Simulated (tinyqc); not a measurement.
Inside a calculation. Method: Hueckel theory of the pi electrons with the omega technique, for the molecule Bc1cccccc1=O (SMILES; centres numbered as the heavy atoms are written). One step of it, computed by the program tinyqc.

Task: Omega technique, round 1. h_r = h_r(0) + omega q_r, omega = 1, with q_r = z_r - P_rr; 0.7 of the old diagonal is kept.

Hueckel matrix in units of beta (H = alpha + beta A), lower triangle:
```
           1B        2C        3C        4C        5C        6C        7C        8C
1B  -1.000000
2C   0.700000  0.000000
3C   0.000000  1.000000  0.000000
4C   0.000000  0.000000  1.000000  0.000000
5C   0.000000  0.000000  0.000000  1.000000  0.000000
6C   0.000000  0.000000  0.000000  0.000000  1.000000  0.000000
7C   0.000000  0.000000  0.000000  0.000000  0.000000  1.000000  0.000000
8C   0.000000  1.000000  0.000000  0.000000  0.000000  0.000000  1.000000  0.000000
9O   0.000000  0.000000  0.000000  0.000000  0.000000  0.000000  0.000000  1.000000

          9O
9O  1.000000
```

charge and bond-order matrix P, lower triangle:
```
           1B         2C         3C         4C         5C         6C         7C        8C
1B   0.096343
2C   0.300323   0.985358
3C   0.188414   0.673950   0.830116
4C  -0.016972   0.076175   0.597315   0.912533
5C  -0.118121  -0.271332   0.158592   0.690845   0.868237
6C  -0.054840  -0.152647  -0.177802   0.114296   0.583456   0.882363
7C   0.066108   0.206917  -0.196943  -0.285191   0.128422   0.716267   0.905716
8C   0.133574   0.521303   0.099527  -0.182817  -0.152380   0.151775   0.519324  0.804089
9O  -0.135092  -0.195157  -0.138520   0.156164   0.111868  -0.196676  -0.156769  0.559231

          9O
9O  1.715246
```

Centres:

| centre | z_r, pi electrons of the neutral centre | h |
|---|---|---|
| 1B | 0 | -1.000000 |
| 2C | 1 | 0.000000 |
| 3C | 1 | 0.000000 |
| 4C | 1 | 0.000000 |
| 5C | 1 | 0.000000 |
| 6C | 1 | 0.000000 |
| 7C | 1 | 0.000000 |
| 8C | 1 | 0.000000 |
| 9O | 1 | 1.000000 |

Give: matrix after round 1.

Result:

matrix after round 1, lower triangle:
```
         1B      2C      3C      4C      5C      6C      7C      8C
1B  -1.0289
2C   0.7000  0.0044
3C   0.0000  1.0000  0.0510
4C   0.0000  0.0000  1.0000  0.0262
5C   0.0000  0.0000  0.0000  1.0000  0.0395
6C   0.0000  0.0000  0.0000  0.0000  1.0000  0.0353
7C   0.0000  0.0000  0.0000  0.0000  0.0000  1.0000  0.0283
8C   0.0000  1.0000  0.0000  0.0000  0.0000  0.0000  1.0000  0.0588
9O   0.0000  0.0000  0.0000  0.0000  0.0000  0.0000  0.0000  1.0000

        9O
9O  0.7854
```
